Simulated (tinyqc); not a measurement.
A particle near a wafer in liquid: double-layer and van der Waals forces (DLVO), deposition barrier and removal: one step, computed by the program tinyqc.

Sphere and flat wall, Derjaguin approximation, constant potentials in the linear-superposition form, no retardation and no hydration force.

Problem. The curve. U(h) = Z R exp(-kappa h) - A R/(6 h); F(h) = -dU/dh = kappa Z R exp(-kappa h) - A R/(6 h^2), positive for repulsion.

Inputs (values chosen for the exercise, of the order of those for silica on silicon in water): particle radius R = 15 nm; Hamaker constant A = 1.1e-20 J; temperature T = 343 K.

kappa = 0.03568325 1/nm

Z = -1.097462 pN

Constants: k_B = 1.380649e-23 J/K.

Give: the table «Against the gap» with the columns kappa h, U (k_B T), F (pN), for h (nm) = 0.4, 0.6, 1.0, 1.5, 2.5, 4.0, 7.0, 12.0, 20.0, 40.0.

Solution.

Against the gap:

| h (nm) | kappa h | U (k_B T) | F (pN) |
|---|---|---|---|
| 0.4 | 0.014 | -17.94 | -1.725e+02 |
| 0.6 | 0.021 | -13.08 | -7.696e+01 |
| 1.0 | 0.036 | -9.16 | -2.807e+01 |
| 1.5 | 0.054 | -7.17 | -1.278e+01 |
| 2.5 | 0.089 | -5.50 | -4.937e+00 |
| 4.0 | 0.143 | -4.47 | -2.228e+00 |
| 7.0 | 0.250 | -3.54 | -1.019e+00 |
| 12.0 | 0.428 | -2.75 | -5.738e-01 |
| 20.0 | 0.714 | -1.99 | -3.565e-01 |
| 40.0 | 1.427 | -0.98 | -1.581e-01 |

Caution: kappa R is not large, so the Derjaguin approximation is only rough at gaps of the order of the Debye length. Caution: in rows where h is not small against R, A R/(6 h) overstates the van der Waals term. Caution: in rows with kappa h below 1 linear superposition is only rough.
